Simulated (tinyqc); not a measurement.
Band offsets of oxides on a semiconductor by the charge-neutrality-level model: one step of the calculation.

Each material has a charge-neutrality level at the depth Phi = chi + Eg - CNL below vacuum. For oxide B on semiconductor A, dEc = (chiA - PhiA) - (chiB - PhiB) + S (PhiA - PhiB), dEv = EgB - EgA - dEc, with the pinning factor S = 1/(1 + 0.1 (eps_inf - 1)^2) of the oxide. S = 1 is the affinity rule, S = 0 aligns the two levels.

Problem. One oxide. Depths of both levels, S and the two offsets.

Parameters, values chosen for the exercise; substrate values close to those of In0.53Ga0.47As:
- EgA = 0.76 eV (gap of the semiconductor)
- chiA = 4.4 eV (its electron affinity)
- cA = 0.55 eV (its charge-neutrality level above the valence edge)

oxide values (close to hafnium oxide): Eg (eV) 6, chi (eV) 2.44, CNL (eV) 3.68, eps_inf 3.89

Wanted: PhiA; PhiB; S; dEc; dEv.

Solution.

PhiA = 4.610 eV
PhiB = 4.760 eV
S = 0.5449
dEc = 2.028 eV
dEv = 3.212 eV

The limits are dEc = 1.96 eV (S = 1) and 2.11 eV (S = 0).

Range of the model: The model ignores the chemistry of the actual interface, which can move offsets by several tenths of an eV.

Program tinyqc, `OMP_NUM_THREADS=1 python tinyqc.py 2410153 2410154 out.jsonl`; Intel Xeon 2.30GHz, shared host, one thread, about 0.01 s.
